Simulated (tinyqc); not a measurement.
Inside a calculation. Model: ellipsometry and reflectance of a transparent film on an absorbing substrate.

Computed by the program tinyqc: `OMP_NUM_THREADS=1 python tinyqc.py 2870131 2870132 out.jsonl`, one thread of a shared Intel Xeon 2.30GHz, about 0.01 s for the whole run. Printed values are rounded.

Air (index 1), film, substrate with N2 = n2 - i k2; time factor exp(+i w t). q_j = sqrt(N_j^2 - sin^2 th), root with positive real part. Fresnel coefficients r_s = (q_a - q_b)/(q_a + q_b), r_p = (N_b^2 q_a - N_a^2 q_b)/(N_b^2 q_a + N_a^2 q_b). tan(Psi) exp(i Delta) = R_p/R_s, Delta taken from 0 to 360 degrees.

Inputs (values chosen for the exercise); indices close to those of titanium dioxide on silicon:

| symbol | value | unit | meaning |
|---|---|---|---|
| lam | 546.1 | nm | wavelength |
| th | 70 | degrees | angle of incidence |
| n1 | 2.406 |  | index of the transparent film |
| d | 1.2 | nm | film thickness |
| n2 | 4.086 |  | index of the substrate |
| k2 | 0.031 |  | extinction coefficient of the substrate |

## Interface coefficients and thickness period

q0, q1, q2 and the coefficients r01 and r12 for p and s; the results repeat in d with the period lam/(2 q1).

q0 = 0.3420201
q1 = 2.214907
q2 = 3.976484-0.031854i
r01,p = -0.05602373
r01,s = -0.7324757
r12,p = 0.2326817-0.0033877i
r12,s = -0.2845393+0.0036809i
period = 123.2783 nm

## Psi, Delta and reflectances

beta = 2 pi d q1/lam, X = exp(-2 i beta), R = (r01 + r12 X)/(1 + r01 r12 X) for p and s.

beta = 0.03058049 rad
X = 0.9981302-0.0611229i
R_p = 0.1783161-0.0180135i
R_s = -0.8414536+0.0066912i
Psi = 12.02355 degrees
Delta = 174.6871 degrees
|R_p|^2 = 0.03212114
|R_s|^2 = 0.7080890

The bare substrate gives Psi = 12.01 and Delta = 178.97 degrees.
